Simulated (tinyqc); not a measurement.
Solute along a frozen bar: binary melting diagram from solution models of liquid and solid. Computed by tinyqc, a small Python program. Command: `OMP_NUM_THREADS=1 python tinyqc.py 3006010 3006011 out.jsonl melt walk`. One thread of a shared host (Intel(R) Xeon(R) Processor @ 2.30GHz), about 0.01 s of CPU time with the checks.

x is the fraction of B. In a phase with interaction L: mu_A = G_A + R T ln(1 - x) + L x^2, mu_B = G_B + R T ln x + L (1 - x)^2. Melting: G(liquid) - G(solid) = H (1 - T/T_m) for each pure component.

Inputs (values chosen for the exercise, for a model alloy):
```
quantity,value,unit
melting point T_A,1780,K
melting point T_B,1195,K
heat of melting H_A,49.5,kJ/mol
heat of melting H_B,36.1,kJ/mol
liquid interaction L_L,0.5,kJ/mol
solid interaction L_S,2.8,kJ/mol
dilute content c0 of B,0.006,-
growth number V delta/D,0.05,-
```

Diagram: complete solid solution (lens).

Constants: R = 8.314462618 J/(mol K).

Method. At T_A, k0 = exp[(dG_B(T_A) + L_L - L_S)/(R T_A)]; van 't Hoff: m_L = -R T_A^2 (1 - k0)/H_A per unit fraction. Burton-Prim-Slichter: k_eff = k0/[k0 + (1 - k0) exp(-V delta/D)]. Freezing range of c0: |m_L| c0 |1 - k0|/k0. For the solid at frozen fraction f, relative to c0. Lever rule: k0/[1 - (1 - k0) f]. Scheil (no diffusion in the solid, mixed liquid): k (1 - f)^(k - 1), with k0 and with k_eff. One zone pass with a zone a tenth of the bar long: 1 - (1 - k0) exp(-10 k0 f).

partition coefficient k0 = 0.259368

effective coefficient k_eff = 0.269087

Ratio c_s/c0:
```
f,lever rule,"Scheil, k0","Scheil, k_eff",one zone pass
0.0,0.25937,0.2594,0.2691,0.25937
0.1,0.28011,0.2804,0.2906,0.42857
0.3,0.33346,0.3378,0.3492,0.65984
0.5,0.41190,0.4334,0.4466,0.79751
0.7,0.53860,0.6327,0.6487,0.87947
0.8,0.63649,0.8543,0.8725,0.90700
0.9,0.77788,1.4274,1.4481,0.92825
```

What follows from these numbers?

All but the k_eff column start at k0 = 0.259. At f = 0.9 Scheil gives 1.43 against 0.778 for the lever rule, since the solid keeps what it took and the last liquid is richer in B. Scheil passes c0 at f = 0.838. Last over first value: 5.50 with k0 and 5.38 with k_eff, so faster growth gives the more even bar.
